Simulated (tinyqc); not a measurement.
## Zener tunnelling in a reverse-biased junction, two-band WKB: effect of the band gap with the mass tied to it

Abrupt p-n junction, depletion approximation. Energies E are counted from the conduction-band edge of the neutral n side; its Fermi level lies at dn, that of the p side at dn - V, and the valence-band edge of the neutral p side at Em = dn + dp - V. Tunnelling needs 0 < E < Em. Two-band dispersion with equal masses m: inside the gap kappa = sqrt(m u (1 - u/Eg)/C), u the distance from a band edge, C = hbar^2/(2 m0).

The mass follows the gap, m = 0.047 Eg/0.747 eV, as in a two-band model with a fixed matrix element; Nc, Nv and eps_r are held. Nd = Nc F12(dn/Vt), Na = Nv F12(dp/Vt), F12(x) = (2/sqrt(pi)) int_0^infinity sqrt(u)/(1 + exp(u - x)) du; dn = EF - Ec on the n side, dp = Ev - EF on the p side (negative outside the bands); Vbi = Eg + dn + dp. W = sqrt(2 eps0 eps_r (Vbi - V)(1/Na + 1/Nd)/q), mean field F = (Vbi - V)/W, peak field 2 F. In a uniform field F the exponent is S = pi sqrt(m/C) Eg^1.5/(4 F). Transverse energy Et = C kt^2/m raises it to S (1 + 4 Et/Eg), so T = exp(-S) exp(-Et/Eb) with Eb = Eg/(4 S). KJ = (2 q^2/h) m/(4 pi C) (times 1e14 for A/cm^2 per eV^2). J = KJ exp(-S) Eb times the integral from 0 to Em of [f(E - dn) - f(E - dn + V)] [1 - exp(-min(E, Em - E)/Eb)] dE, f(x) = 1/(1 + exp(x/Vt)), with S and Eb from the mean field; J > 0 flows from p to n.

Inputs (values chosen for the exercise); band and dielectric values close to those of In0.53Ga0.47As: temperature T = 200 K; relative permittivity eps_r = 13.8; conduction-band density of states at 200 K Nc = 1.14e17 cm^-3; valence-band density of states at 200 K Nv = 4.26e18 cm^-3; band-edge mass of the two-band model m = 0.047 m0; acceptor density Na = 2.5e19 cm^-3; donor density Nd = 3.3e18 cm^-3; bias of the p side V = -2.3 V.

Constants: q = 1.602176634e-19 C, kB = 1.380649e-23 J/K, hbar = 1.054571817e-34 J s, h = 6.62607015e-34 J s, m0 = 9.1093837015e-31 kg, Vt = kB T/q, eps0 = 8.8541878128e-14 F/cm where lengths are in cm, hbar^2/(2 m0) = 0.0380998212 eV nm^2. Results are converted to the units shown.

Effect of the band gap with the mass tied to it:
```
Eg (eV)  Vbi (V)  mean field (MV/cm)      S  J (A/cm^2)  S at fixed m
0.37      0.6289              0.7482  1.847    -6.792e6         2.624
0.48      0.7389              0.7621  3.051    -2.081e6         3.806
0.59      0.8489              0.7758  4.529    -4.842e5         5.096
0.69      0.9489              0.7880  6.098    -1.025e5         6.345
0.8        1.059              0.8012  8.062    -1.463e4         7.790
0.91       1.169              0.8143  10.26       -1644         9.300
1.01       1.269              0.8259  12.47      -184.5         10.72
1.12       1.379              0.8385  15.10      -13.47         12.33
```

What does the table show?

S rises from 1.85 to 15.1, as Eg^(1.90), against Eg^(1.40) at fixed m; at a fixed field the powers would be 2 and 1.5, and the field grows with Vbi. |J| falls from 6.79e6 to 13.5 A/cm^2. Where S is below about 4, a WKB prefactor of 1 is a rough guess.

Range of the model: Parabolic densities of states, no band tails and no gap narrowing, all of which matter at such doping.

Numbers from tinyqc (`OMP_NUM_THREADS=1 python tinyqc.py 2620041 2620042 out.jsonl`; about 0.01 s on one thread of a shared Intel Xeon 2.30GHz).
